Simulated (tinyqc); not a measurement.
Gas flow in a process chamber: flow regimes, conductance, effective pumping speed, pump-down, outgassing and purge: one step, computed by the program tinyqc.

Ideal gas, isothermal flow, a pump of constant speed at the end of a round pipe; process gas, volume gas and outgassing are given the same properties. 1 sccm = 101325 Pa x 1e-6 m^3/60 s x T/273.15 K.

Question. Molecular flow. Mean speed c = sqrt(8 k_B T/(pi m)); aperture conductance C_a = c pi d^2/16; molecular pipe C_m = C_a/(1 + 3 l/(4 d)) (Dushman form); viscous pipe C_v = pi d^4 p_mean/(128 eta l); Knudsen interpolation C = C_v + C_m (1 + x)/(1 + 1.24 x), x = d p_mean sqrt(m/(k_B T))/eta. Effective speed 1/S_eff = 1/S + 1/C_m; time constant V/S_eff; pressure at which the free path k_B T/(sqrt2 pi d_m^2 p) equals d.

Inputs (values chosen for the exercise, modelled on hydrogen near room temperature):

| quantity | value | unit |
|---|---|---|
| molar mass M | 2.016 | g/mol |
| molecular diameter | 0.27 | nm |
| temperature T | 350 | K |
| chamber volume V | 28 | L |
| pipe diameter d | 25 | cm |
| pipe length l | 310 | cm |
| pump speed S | 3500 | L/s |

Constants: k_B = 1.380649e-23 J/K; u = 1.6605390666e-27 kg.

Give: mean speed c; C_a; C_m; S_eff in molecular flow; time constant; pressure where the free path equals d.

Answer.

mean speed c = 1917 m/s

C_a = 23528 L/s

C_m = 2284 L/s

S_eff in molecular flow = 1382 L/s

time constant = 0.02026 s

pressure where the free path equals d = 0.05968 Pa

The pipe passes on 39 % of the pump speed.
